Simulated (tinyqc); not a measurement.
Resistance of a tapered via with liner, size effect and interface: two steps of the calculation.

A round via whose diameter grows from db at the bottom as D(z) = db + 2 z/tan(ang). The fill, of diameter D - 2 tl, starts above the bottom liner (thickness fb tl) and has rho = rho0 (1 + ks lam/(D - 2 tl)); the sidewall liner conducts in parallel with it. The bottom liner and the interface are crossed over the full area pi db^2/4. Spreading in the lines above and below is left out.

Values chosen for this exercise; fill metal close to tungsten:
```
symbol,value,unit,meaning
db,28,nm,diameter at the bottom
hv,97,nm,height
ang,85,degrees,sidewall angle
rho0,5.2,uohm cm,bulk resistivity of the fill
lam,15.1,nm,mean free path of the fill
ks,1.1,,size-effect factor
tl,1.9,nm,liner on the sidewall
fb,0.5,,liner at the bottom over that on the sidewall
rl,450,uohm cm,resistivity of the liner
ri,5.5e-13,ohm cm^2,interface resistivity at the bottom
Sb,9.1e14,S/m^2,"ballistic conductance per area, about 3/(4 rho0 lam)"
```

Question 1. Slices of the via. Slices between z0 = fb tl and hv, evaluated at their midpoints: conductance per length pi/4 [(D - 2 tl)^2/rho + (D^2 - (D - 2 tl)^2)/rl], slice resistance = slice height over that. 8 slices.

Wanted: z; D; rho; slice resistance.

Answer 1.

| slice | z (nm) | D (nm) | rho (uohm cm) | slice resistance (ohm) |
|---|---|---|---|---|
| 0 | 6.9531 | 29.217 | 8.5982 | 2.0222 |
| 1 | 18.959 | 31.317 | 8.3388 | 1.6743 |
| 2 | 30.966 | 33.418 | 8.1162 | 1.4074 |
| 3 | 42.972 | 35.519 | 7.9230 | 1.1985 |
| 4 | 54.978 | 37.620 | 7.7539 | 1.0321 |
| 5 | 66.984 | 39.721 | 7.6045 | 0.89757 |
| 6 | 78.991 | 41.822 | 7.4717 | 0.78734 |
| 7 | 90.997 | 43.922 | 7.3527 | 0.69596 |

Question 2. Total resistance. R_fill = sum of the slices; R_bottom = rl fb tl/(pi db^2/4); R_interface = ri/(pi db^2/4); ballistic (Sharvin) limit 1/(Sb pi (db - 2 tl)^2/4); ideal cylinder rho0 hv/(pi db^2/4).

| slice | slice resistance (ohm) |
|---|---|
| 0 | 2.0222391 |
| 1 | 1.6743067 |
| 2 | 1.4073930 |
| 3 | 1.1984759 |
| 4 | 1.0320928 |
| 5 | 0.89756621 |
| 6 | 0.78734246 |
| 7 | 0.69596279 |

Find: parts; R; shares; ballistic limit; ideal cylinder.

Answer 2.

parts (ohm): fill 9.7154, bottom liner 6.9427, interface 0.089322
R = 16.747 ohm
shares (%): fill 58.011, bottom liner 41.455, interface 0.533
ballistic limit = 2.3891 ohm
ideal cylinder = 8.1916 ohm

The fill is the largest part, and R is 2.04 times the ideal cylinder. With 2000 slices R = 16.763 ohm.

Computed by the program tinyqc: `OMP_NUM_THREADS=1 python tinyqc.py 2750087 2750088 out.jsonl`, one thread of a shared Intel Xeon 2.30GHz, about 0.01 s for the whole run.
